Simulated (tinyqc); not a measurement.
# Changing the aspect ratio a

Model: atomic layer deposition: Langmuir saturation, growth per cycle and coating of deep features. Computed by tinyqc, a small Python program. Command: `OMP_NUM_THREADS=1 python tinyqc.py 3020691 3020692 out.jsonl ald sweep`. One thread of a shared host (Intel(R) Xeon(R) Processor @ 2.30GHz), about 0.01 s of CPU time with the checks.

Precursor A sticks only on free sites, so a long enough pulse saturates; co-reactant B then frees the sites again.

Inputs (values chosen for the exercise, modelled on silicon dioxide from an aminosilane and ozone): precursor mass M = 174 u; site density q = 2.4 1/nm^2; sticking probability beta on free sites = 0.0033; precursor pressure p = 2.1 Pa; temperature T = 125 C; pulse time t = 0.18 s; desorption energy E_d = 1.44 eV.

Feature: round hole.

Constants: u = 1.6605390666e-27 kg; k_B = 1.380649e-23 J/K; k_B = 8.617333262e-05 eV/K.

Method:
- Wall flux F = p/sqrt(2 pi M k_B T); rate of filling k_a = beta F/q; desorption k_d = 1e13 exp(-E_d/(k_B T)) per second. 1/m^2 = 1e-18/nm^2.
- Temperatures in kelvin are T(C) + 273.15.
- Diffusion-limited filling (Gordon) of a round hole of diameter w: a saturation front at depth z needs dz/dt = D_K n/(z (4q/w)), with Knudsen D_K = w c/3 and F = n c/4; including the entrance and floor terms, t = (q/F)(1 + 19a/4 + 3a^2/2). Reaction-limited filling needs ln(100)/k_a at any depth, k_a = beta F/q. Flow is molecular. The front picture holds when the modulus a sqrt(beta) is well above 1.
- Depth reached by the given pulse: solve the same formula for a. Exposure = p x diffusion-limited time; 1 langmuir = 1.33322e-4 Pa s.

One run for each value:
```
aspect ratio a  diffusion-limited time (s)  exposure (langmuir)     modulus
1                               8.2772e-04           1.3038e+01  5.7446e-02
2.2                             2.1361e-03           3.3646e+01  1.2638e-01
4.7                             6.4459e-03           1.0153e+02  2.6999e-01
10                              2.2662e-02           3.5696e+02  5.7446e-01
22                              9.4931e-02           1.4953e+03  1.2638e+00
49                              4.3786e-01           6.8970e+03  2.8148e+00
110                             2.1319e+00           3.3581e+04  6.3190e+00
500                             4.3084e+01           6.7864e+05  2.8723e+01
```

Give the missing row, aspect ratio a = 230.

Computed row:
```
aspect ratio a  diffusion-limited time (s)  exposure (langmuir)     modulus
230                             9.1841e+00           1.4466e+05  1.3212e+01
```

Interpolating between the two neighbouring rows (the first column on a logarithmic scale, the others too where they are positive) misses most in exposure (langmuir), by 0.40 %. Over the rows, diffusion-limited time (s) rises from 8.28e-4 to 43.1 (exponent d ln y / d ln x 1.2 between the first rows and 2.0 between the last); exposure (langmuir) rises from 13.0 to 679000 (exponent d ln y / d ln x 1.2 between the first rows and 2.0 between the last); modulus rises from 0.0574 to 28.7 (exponent d ln y / d ln x about 1.0 throughout). At the high end the exponent of diffusion-limited time is 1.99, close to 2: diffusion into a deep feature. The wall area to coat grows as a and the conductance to the front falls as 1/a, hence a^2 for deep features.

Caution (rows 1.00, 2.20, 4.70, 10.0, 22.0, 49.0): the modulus is not well above 1 or the Gordon time is under three times ln(100)/k_a, so there is no sharp front: the Gordon time is only a lower bound and the reaction time must be met as well.
